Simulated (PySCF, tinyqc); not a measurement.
RHF in the sto-6g basis, for H6, spin multiplicity 1, step by step. The lowest restricted solution is unstable here: a spin-polarised one lies 0.1148 hartree lower (PySCF). One step of it, computed by the program tinyqc.

Problem. Iteration 3: building the Fock matrix. J_ij = sum D_kl (ij|kl), K_ij = sum D_kl (ik|jl); F = H + J - 0.5 K; E = tr D H + tr D J / 2 - 0.25 tr D K + E_nn.

D after iteration 2:
```
           1H 1s      2H 1s      3H 1s      4H 1s      5H 1s      6H 1s
1H 1s   0.746805   0.156896   0.322175   0.263466  -0.057031  -0.244077
2H 1s   0.156896   1.230345  -0.247794  -0.346904   0.001446  -0.170228
3H 1s   0.322175  -0.247794   1.259724  -0.259047   0.151610  -0.027198
4H 1s   0.263466  -0.346904  -0.259047   1.107117   0.092641  -0.615322
5H 1s  -0.057031   0.001446   0.151610   0.092641   0.575448   0.226060
6H 1s  -0.244077  -0.170228  -0.027198  -0.615322   0.226060   1.126178
```

core Hamiltonian H = T + V (hartree):
```
           1H 1s      2H 1s      3H 1s      4H 1s      5H 1s      6H 1s
1H 1s  -1.324935  -0.547522  -0.062513  -0.004514  -0.000211  -0.000007
2H 1s  -0.547522  -1.621462  -0.592495  -0.065668  -0.004547  -0.000212
3H 1s  -0.062513  -0.592495  -1.715465  -0.611236  -0.065548  -0.004514
4H 1s  -0.004514  -0.065668  -0.611236  -1.715278  -0.591615  -0.062514
5H 1s  -0.000211  -0.004547  -0.065548  -0.591615  -1.621382  -0.548321
6H 1s  -0.000007  -0.000212  -0.004514  -0.062514  -0.548321  -1.325207
```

Two-electron integrals (ij|kl) in chemists' order, unique and non-zero (hartree):
```
(11|11) 0.774999   (21|11) 0.160495   (21|21) 0.049303   (22|11) 0.365304
(22|21) 0.160495   (22|22) 0.774999   (31|11) 0.011226   (31|21) 0.003901
(31|22) 0.015359   (31|31) 0.000380   (32|11) 0.073547   (32|21) 0.031288
(32|22) 0.158868   (32|31) 0.003869   (32|32) 0.048413   (33|11) 0.187223
(33|21) 0.074050   (33|22) 0.363951   (33|31) 0.011226   (33|32) 0.158868
(33|33) 0.774999   (41|11) 0.000567   (41|21) 0.000206   (41|22) 0.000856
(41|31) 0.000022   (41|32) 0.000248   (41|33) 0.000856   (41|41) 1.48e-06
(42|11) 0.005856   (42|21) 0.002339   (42|22) 0.011248   (42|31) 0.000305
(42|32) 0.003877   (42|33) 0.015389   (42|41) 0.000022   (42|42) 0.000382
(43|11) 0.044150   (43|21) 0.016373   (43|22) 0.074169   (43|31) 0.002338
(43|32) 0.031340   (43|33) 0.160767   (43|41) 0.000207   (43|42) 0.003914
(43|43) 0.049453   (44|11) 0.124953   (44|21) 0.044095   (44|22) 0.187289
(44|31) 0.005847   (44|32) 0.073582   (44|33) 0.365530   (44|41) 0.000567
(44|42) 0.011248   (44|43) 0.160767   (44|44) 0.774999   (51|11) 0.000018
(51|21) 0.000007   (51|22) 0.000030   (51|31) 8.30e-07   (51|32) 0.000010
(51|33) 0.000038   (51|41) 6.02e-08   (51|42) 9.89e-07   (51|43) 0.000010
(51|44) 0.000030   (52|11) 0.000318   (52|21) 0.000121   (52|22) 0.000558
(52|31) 0.000016   (52|32) 0.000202   (52|33) 0.000844   (52|41) 1.25e-06
(52|42) 0.000022   (52|43) 0.000247   (52|44) 0.000844   (52|51) 5.93e-08
(52|52) 1.43e-06   (53|11) 0.003781   (53|21) 0.001350   (53|22) 0.005831
(53|31) 0.000181   (53|32) 0.002312   (53|33) 0.011226   (53|41) 0.000016
(53|42) 0.000304   (53|43) 0.003906   (53|44) 0.015359   (53|51) 8.30e-07
(53|52) 0.000022   (53|53) 0.000380   (54|11) 0.031058   (54|21) 0.010646
(54|22) 0.043625   (54|31) 0.001338   (54|32) 0.016060   (54|33) 0.073463
(54|41) 0.000121   (54|42) 0.002312   (54|43) 0.031288   (54|44) 0.158598
(54|51) 0.000007   (54|52) 0.000201   (54|53) 0.003864   (54|54) 0.048266
(55|11) 0.093627   (55|21) 0.031340   (55|22) 0.124747   (55|31) 0.003781
(55|32) 0.043679   (55|33) 0.187223   (55|41) 0.000322   (55|42) 0.005840
(55|43) 0.074134   (55|44) 0.363726   (55|51) 0.000018   (55|52) 0.000558
(55|53) 0.011226   (55|54) 0.158598   (55|55) 0.774999   (61|11) 4.02e-07
(61|21) 1.49e-07   (61|22) 6.61e-07   (61|31) 1.95e-08   (61|32) 2.44e-07
(61|33) 1.06e-06   (61|42) 2.79e-08   (61|43) 3.17e-07   (61|44) 1.06e-06
(61|53) 2.79e-08   (61|54) 2.44e-07   (61|55) 6.61e-07   (62|11) 0.000012
(62|21) 4.15e-06   (62|22) 0.000018   (62|31) 5.45e-07   (62|32) 0.000007
(62|33) 0.000031   (62|41) 4.59e-08   (62|42) 8.34e-07   (62|43) 0.000010
(62|44) 0.000038   (62|52) 5.95e-08   (62|53) 9.89e-07   (62|54) 0.000010
(62|55) 0.000030   (63|11) 0.000223   (63|21) 0.000077   (63|22) 0.000322
(63|31) 0.000010   (63|32) 0.000122   (63|33) 0.000567   (63|41) 8.72e-07
(63|42) 0.000016   (63|43) 0.000207   (63|44) 0.000856   (63|51) 4.58e-08
(63|52) 1.25e-06   (63|53) 0.000022   (63|54) 0.000247   (63|55) 0.000856
(63|62) 6.03e-08   (63|63) 1.48e-06   (64|11) 0.002809   (64|21) 0.000945
(64|22) 0.003782   (64|31) 0.000115   (64|32) 0.001340   (64|33) 0.005847
(64|41) 0.000010   (64|42) 0.000182   (64|43) 0.002338   (64|44) 0.011226
(64|51) 5.43e-07   (64|52) 0.000016   (64|53) 0.000304   (64|54) 0.003864
(64|55) 0.015359   (64|61) 1.95e-08   (64|62) 8.32e-07   (64|63) 0.000022
(64|64) 0.000380   (65|11) 0.024385   (65|21) 0.008034   (65|22) 0.031387
(65|31) 0.000946   (65|32) 0.010676   (65|33) 0.044150   (65|41) 0.000077
(65|42) 0.001354   (65|43) 0.016393   (65|44) 0.074134   (65|51) 4.14e-06
(65|52) 0.000121   (65|53) 0.002338   (65|54) 0.031288   (65|55) 0.160767
(65|61) 1.49e-07   (65|62) 0.000007   (65|63) 0.000207   (65|64) 0.003906
(65|65) 0.049453   (66|11) 0.074944   (66|21) 0.024353   (66|22) 0.093643
(66|31) 0.002809   (66|32) 0.031104   (66|33) 0.124953   (66|41) 0.000223
(66|42) 0.003788   (66|43) 0.044150   (66|44) 0.187223   (66|51) 0.000011
(66|52) 0.000318   (66|53) 0.005847   (66|54) 0.073463   (66|55) 0.365530
(66|61) 4.02e-07   (66|62) 0.000018   (66|63) 0.000567   (66|64) 0.011226
(66|65) 0.160767   (66|66) 0.774999
```

nuclear repulsion = 3.25954901 hartree

Give: Coulomb J; exchange K; Fock matrix F; total energy of this density.

Solution.

Coulomb J (hartree):
```
        1H 1s   2H 1s   3H 1s   4H 1s   5H 1s   6H 1s
1H 1s  1.5496  0.5022  0.0520  0.0035  0.0002  0.0000
2H 1s  0.5022  2.0245  0.5685  0.0553  0.0035  0.0001
3H 1s  0.0520  0.5685  2.1050  0.5715  0.0529  0.0033
4H 1s  0.0035  0.0553  0.5715  2.0064  0.5170  0.0485
5H 1s  0.0002  0.0035  0.0529  0.5170  1.7544  0.4806
6H 1s  0.0000  0.0001  0.0033  0.0485  0.4806  1.6619
```

exchange K (hartree):
```
         1H 1s    2H 1s    3H 1s    4H 1s    5H 1s    6H 1s
1H 1s   0.6957   0.4010   0.1193   0.0316  -0.0065  -0.0234
2H 1s   0.4010   1.0350   0.2987  -0.0198  -0.0139  -0.0247
3H 1s   0.1193   0.2987   0.9208   0.2580   0.0524  -0.0237
4H 1s   0.0316  -0.0198   0.2580   0.8830   0.2748  -0.0477
5H 1s  -0.0065  -0.0139   0.0524   0.2748   0.6202   0.3285
6H 1s  -0.0234  -0.0247  -0.0237  -0.0477   0.3285   0.9613
```

Fock matrix F (hartree):
```
         1H 1s    2H 1s    3H 1s    4H 1s    5H 1s    6H 1s
1H 1s  -0.1231  -0.2458  -0.0702  -0.0168   0.0032   0.0117
2H 1s  -0.2458  -0.1145  -0.1733  -0.0004   0.0059   0.0123
3H 1s  -0.0702  -0.1733  -0.0709  -0.1687  -0.0389   0.0107
4H 1s  -0.0168  -0.0004  -0.1687  -0.1504  -0.2120   0.0098
5H 1s   0.0032   0.0059  -0.0389  -0.2120  -0.1771  -0.2320
6H 1s   0.0117   0.0123   0.0107   0.0098  -0.2320  -0.1440
```

total energy of this density = -1.849299 hartree

This density is a damped mixture and is not idempotent.
